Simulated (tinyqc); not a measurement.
From results back to parameters: k.p values derived from sp3s* tight binding at Gamma. Four cases, with inputs chosen for the exercise.

Problem. The electron mass obeys m0/m = A + Ep/EG, where A gathers the direct term and the higher bands, and Ep = P^2/c with c = hbar^2/2m0, P = (a/4)(sa pc Vsapc + sc pa Vscpa). The mass comes from a hidden Vscpa (s cation, p anion); sa, sc are the anion and cation parts of S+, the upper s level at Gamma, and pa, pc those of P-, the lower p level (P+ is the upper one).

Constants: hbar^2/2m0 = 3.80998211 eV angstrom^2.

Find: Ep; Vscpa.

Method. Ep = (m0/m - A) EG gives |P|; both terms of P have the sign of sc pa, and the linear relation gives Vscpa. A is held fixed, though its part from P+ also depends on Vscpa.

Case 1.

Values chosen (out of a larger set: near a published set for GaP, fitted to gaps, whose masses and valley positions are rough; not measured data): a = 5.448 angstrom (lattice constant); Vsapc = 4.282 eV (s anion, p cation).

m = 0.2508505 m0
A = -1.69844
EG = 2.832472 eV

sa, sc, pa, pc: 0.561359  -0.827573  0.887181  -0.461422

Solution.

Ep = 16.10 eV
Vscpa = 6.32 eV

Case 2.

Values chosen (out of a larger set: near a published set for InP, fitted to gaps, whose masses and valley positions are rough; not measured data): a = 5.866 angstrom (lattice constant); Vsapc = 2.241 eV (s anion, p cation).

m = 0.1218200 m0
A = -1.44627
EG = 1.380265 eV

sa, sc, pa, pc: 0.474588  -0.880208  0.905512  -0.424321

Solution.

Ep = 13.33 eV
Vscpa = 5.53 eV

Case 3.

Values chosen (out of a larger set: near a published set for SiC, fitted to gaps, whose masses and valley positions are rough; not measured data): a = 4.357 angstrom (lattice constant); Vsapc = 9.508 eV (s anion, p cation).

m = 0.5025956 m0
A = -2.55641
EG = 5.884242 eV

sa, sc, pa, pc: 0.655072  -0.755567  0.819878  -0.572538

Solution.

Ep = 26.75 eV
Vscpa = 9.21 eV

Case 4.

Values chosen (out of a larger set: near a published set for InAs, fitted to gaps, whose masses and valley positions are rough; not measured data): a = 6.057 angstrom (lattice constant); Vsapc = 3.018 eV (s anion, p cation).

m = 0.0319165 m0
A = -1.54317
EG = 0.445699 eV

sa, sc, pa, pc: 0.490655  -0.871354  0.896760  -0.442516

Solution.

Ep = 14.65 eV
Vscpa = 5.48 eV

Computed by tinyqc, one run a case: `OMP_NUM_THREADS=1 python tinyqc.py N N+1 out.jsonl` with N = 1480289, 1480292, 1480314, 1480349; one thread of a shared Intel(R) Xeon(R) Processor @ 2.30GHz, about 0.01 s a run at most.
